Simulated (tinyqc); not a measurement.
# Planar metal-insulator-metal capacitor: capacitance, non-linearity, leakage and relaxation: charge lost after writing

A film between two metal electrodes, each interface adding a series capacitance ci. The small-signal permittivity is ek (1 + aq E^2); the field is found with the linear permittivity. Leakage J = J0 sinh(E/Ef). After a voltage step the film passes a relaxation current kr C V tt^(-nr), tt being the time in seconds.

Planar film: Cf = eps0 ek/t, 1/C = 1/Cf + 2/ci, EOT = 3.9 eps0/C, effective permittivity C t/eps0, E = (V/t) C/Cf. A capacitor written for t0 and then left open loses, as a share of C V, kr (tt^(1 - nr) - t0^(1 - nr))/(1 - nr) by relaxation and J tt/(C V) by leakage; both are taken as small, and rows far outside that range are left out.

Parameters, values chosen for the exercise; permittivity of the order of that of zirconium oxide:
- ek = 36 (relative permittivity of the film)
- t = 5.3 nm (film thickness)
- ci = 1000 uF/cm^2 (capacitance of each electrode interface (dead layer and screening))
- aq = 0.0045 cm^2/MV^2 (quadratic field coefficient of the permittivity)
- V = 1.8 V (bias)
- nr = 0.956 (exponent of the relaxation current)
- kr = 0.00031 (strength of the relaxation)
- J0 = 1.6e-10 A/cm^2 (leakage prefactor)
- Ef = 0.5 MV/cm (field for an e-fold rise of the leakage)
- t0 = 1e-7 s (duration of the write pulse)

Constants: eps0 = 8.8541878128e-14 F/cm where lengths are in cm. Results are converted to the units shown.

The same in every row: leakage current (nA/cm^2) = 65.759.

Result of one run:
```
relaxation current (nA/cm^2)	loss by relaxation (%)	loss by leakage (%)	total loss (%)
3.3160	0.35788	0.61475	0.97263
```

Which time since the start of the write pulse tt gave this result: 1e-6, 1e-5, 0.01 or 1 s?

tt = 1 s.

The whole series:
```
tt (s)	relaxation current (nA/cm^2)	loss by relaxation (%)	loss by leakage (%)	total loss (%)
1e-6	1.8056e6	0.036963	6.1475e-7	0.036963
1e-5	1.9981e5	0.077866	6.1475e-6	0.077873
0.0001	22111	0.12313	6.1475e-5	0.12319
0.001	2446.9	0.17322	6.1475e-4	0.17384
0.01	270.78	0.22866	0.0061475	0.23480
0.1	29.965	0.29000	0.061475	0.35147
1	3.3160	0.35788	0.61475	0.97263
```

The two currents are equal at tt = 0.0439 s. The loss by relaxation grows from 0.0370 to 0.358 %, by 0.0409 points over the first decade and 0.0679 over the last, while the loss by leakage grows tenfold a decade. Leakage is the larger loss for tt = 1 s.

tinyqc, about 0.01 s, one thread, Intel Xeon 2.30GHz (shared host): `OMP_NUM_THREADS=1 python tinyqc.py 2102007 2102008 out.jsonl`
